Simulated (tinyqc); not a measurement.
Fully depleted semiconductor-on-insulator film with two gates, non-linear Poisson equation by Newton steps: one step of the calculation.

One dimension across the film, front interface at x = 0, back interface at x = ts. psi is counted from the intrinsic level, n = ni exp(psi/Vt) (source grounded), holes neglected, acceptors ionised. Gates act through Cox = eps0 eox/tox and Cbox = 3.9 eps0/tb with potentials G1 = Vg - (phiM - chi - Vt ln(Nc/ni)) and G2 = Vb - (phiB - chi - Vt ln(Nc/ni)). Classical Boltzmann densities, no interface charge, no depletion in the back plane.

Problem. Newton step. Solve a d_(i-1) + b_i d_i + a d_(i+1) = -F_i for all nodes. Each component d is damped to sign(d) Vt ln(1 + |d|/Vt) before it is added.

Inputs (values chosen for the exercise): temperature T = 300 K.

Constants: q = 1.602176634e-19 C, kB = 1.380649e-23 J/K, Vt = kB T/q. Results are converted to the units shown.

a = 14.912316 uF/cm^2

```
node,diagonal b (F/cm^2),residual F (C/cm^2),psi at the start (V)
0,-1.7427287e-5,7.7660117e-7,0.3
1,-3.1715363e-5,-4.9761957e-8,0.3
2,-3.1715363e-5,-4.9761957e-8,0.3
3,-3.1715363e-5,-4.9761957e-8,0.3
4,-3.1715363e-5,-4.9761957e-8,0.3
5,-3.1715363e-5,-4.9761957e-8,0.3
6,-3.1715363e-5,-4.9761957e-8,0.3
7,-3.1715363e-5,-4.9761957e-8,0.3
8,-3.1715363e-5,-4.9761957e-8,0.3
9,-3.1715363e-5,-4.9761957e-8,0.3
10,-1.5889074e-5,-4.2754825e-8,0.3
```

Wanted: Newton step d, before damping; psi after iteration 1.

Solution.

```
node,"Newton step d, before damping (V)",psi after iteration 1 (V)
0,0.094734,0.33981
1,0.058633,0.33061
2,0.033303,0.32140
3,0.015533,0.31216
4,0.003069,0.30290
5,-0.005669,0.29487
6,-0.011789,0.29029
7,-0.016067,0.28750
8,-0.019045,0.28573
9,-0.021100,0.28457
10,-0.022494,0.28382
```

Numbers from tinyqc (`OMP_NUM_THREADS=1 python tinyqc.py 2190126 2190127 out.jsonl`; about 0.4 s on one thread of a shared Intel Xeon 2.30GHz).
